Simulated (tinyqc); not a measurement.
Ballistic transport through the one-dimensional subbands of a rectangular nanowire or nanosheet channel: one step, computed by the program tinyqc. Command: `OMP_NUM_THREADS=1 python tinyqc.py 3009453 3009454 out.jsonl wire walk`. One thread of a shared host (Intel(R) Xeon(R) Processor @ 2.30GHz), about 0.02 s of CPU time with the checks.

Hard walls, parabolic subbands, transport along x. Energies are counted from the bulk conduction band edge at the top of the barrier, which the gate pulls down by U; the source Fermi level lies at the bulk edge when U = 0.

Problem. Conductance, capacitance and scattering. Linear conductance G = (2 e^2/h) sum_i g f(eta_i), g = 2, f = 1/(1 + exp(-eta_i)), with the barrier frozen at the eta_i above; current per perimeter I/(2(a + b)); with scattering, transmission lambda/(lambda + L) and low-bias resistance (1 + L/lambda)/G.

Inputs (values chosen for the exercise, modelled on silicon): height a = 4.9 nm; width b = 7.5 nm; temperature T = 300 K; mean free path for back-scattering lambda = 17 nm; channel length L = 91 nm.

Valleys: silicon [100] wire.

Occupation:
```
subband      eta_i  n_i (1/nm)  I_i (microampere)
1         1.431346   0.3341348           4.697509
2        -0.019955   0.1471315           2.206148
3        -0.537700   0.1011438           1.518110
4        -0.860432   0.0784285           1.175402
5        -1.100778   0.1417227           0.962179
6        -2.261226   0.0226984           0.337263
7        -2.651600   0.0156661           0.232418
8        -3.819444   0.0050178           0.074258
9        -4.222338   0.0033690           0.049837
10       -4.620646   0.0022689           0.033555
```

ballistic current I = 11.28668 microampere

Constants: e = 1.602176634e-19 C; h = 6.62607015e-34 J s.

Give: open modes sum g f; ballistic conductance; current per perimeter; transmission; low-bias resistance with scattering.

Solution.

open modes sum g f = 4.847

ballistic conductance = 375.6 microsiemens

current per perimeter = 455.1 microampere/micrometre

transmission = 0.1574

low-bias resistance with scattering = 16.92 kiloohm

Even without scattering the wire has h/(2 e^2 M) = 2.66 kiloohm, which sits in the contacts.
